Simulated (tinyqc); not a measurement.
True capacitance, leakage and series resistance from two frequencies.

Problem. A capacitance C in parallel with G and in series with Rs is measured as Cp and D = Gp/(w Cp) at two frequencies. The series reading Cs = Cp (1 + D^2) equals C + G^2/(w^2 C), and Re Z = D/(w Cp (1 + D^2)) = Rs + G/(G^2 + w^2 C^2). Find C, G and Rs.

f (Hz): [10000, 1e5]
Cp (pF): [55.6945975, 55.6945933]
D: [0.357228744, 0.0359965675]

Solution. w^2 Cs = w^2 C + G^2/C is a straight line in w^2 with slope C; the intercept gives G, and the real part then gives Rs.

C = 55.7 pF
G = 1.25 uS
Rs = 7.90 ohm

Computed by the program tinyqc: `OMP_NUM_THREADS=1 python tinyqc.py 2022019 2022020 out.jsonl`, one thread of a shared Intel Xeon 2.30GHz, about 0.01 s for the whole run.
